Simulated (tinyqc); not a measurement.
# Metal gate on a two-layer dielectric stack with fixed charge and a dipole: threshold against doping

Gate, layer 2, layer 1, p-type semiconductor; x runs from the gate inwards. Charges are counted in units of +q. psi is the band bending at the surface, positive towards inversion. Classical charge, Boltzmann statistics, no interface traps.

EOT = 3.9 (t1/e1 + t2/e2), Cox = eps0/(t1/e1 + t2/e2); phi_ms = pM - (chi + Eg - Vt ln(Nv/Na)). Vfb = phi_ms + Vd - (q/eps0) [Q1 (t1/e1 + t2/e2) + Q2 t2/e2 + r1 (t1^2/(2 e1) + t1 t2/e2) + r2 t2^2/(2 e2)]: each charge counts with its electrical distance from the gate. ni = sqrt(Nc Nv) exp(-Eg/(2 Vt)), Eg in volts, pB = Vt ln(Na/ni), Vth = Vfb + 2 pB + sqrt(4 q eps0 eps_r Na pB)/Cox.

Inputs (values chosen for the exercise); band and dielectric values close to those of In0.53Ga0.47As, layer 1 close to silicon dioxide, layer 2 close to hafnium oxide: temperature T = 300 K; band gap Eg = 0.735 eV; relative permittivity eps_r = 14; conduction-band density of states at T Nc = 2.08e17 cm^-3; valence-band density of states at T Nv = 7.68e18 cm^-3; electron affinity chi = 4.51 eV; work function of the gate metal pM = 4.89 eV; thickness of layer 1, next to the semiconductor t1 = 1.1 nm; relative permittivity of layer 1 e1 = 4.02; thickness of layer 2, next to the gate t2 = 6 nm; relative permittivity of layer 2 e2 = 21.5; fixed charge at the semiconductor interface Q1 = 9.9e10 cm^-2; fixed charge between the layers Q2 = 2e12 cm^-2; uniform charge density in layer 1 r1 = 0 cm^-3; uniform charge density in layer 2 r2 = 0 cm^-3; flat-band shift by a dipole layer between the layers Vd = 0 V.

Constants: q = 1.602176634e-19 C, kB = 1.380649e-23 J/K, Vt = kB T/q, eps0 = 8.8541878128e-14 F/cm where lengths are in cm. Results are converted to the units shown.

Threshold against doping:
```
Na (cm^-3)	phi_ms (V)	2 pB (V)	Qd/Cox (V)	Vth (V)
2.1e15	-0.14290	0.40409	0.011460	0.16176
4.7e15	-0.16373	0.44575	0.018007	0.18913
1.1e16	-0.18571	0.48971	0.028875	0.22198
2.4e16	-0.20588	0.53005	0.044373	0.25765
5.3e16	-0.22636	0.57101	0.068440	0.30220
1.2e17	-0.24748	0.61326	0.10672	0.36161
2.7e17	-0.26845	0.65519	0.16547	0.44132
6e17	-0.28909	0.69648	0.25432	0.55081
```

Vth rises from 0.162 to 0.551 V. Of the change, phi_ms + 2 pB gives 146 mV (Vt ln 10 a decade) and the depletion charge 243 mV, growing as Na^(0.55).

Program tinyqc, `OMP_NUM_THREADS=1 python tinyqc.py 2010066 2010067 out.jsonl`; Intel Xeon 2.30GHz, shared host, one thread, about 0.01 s.
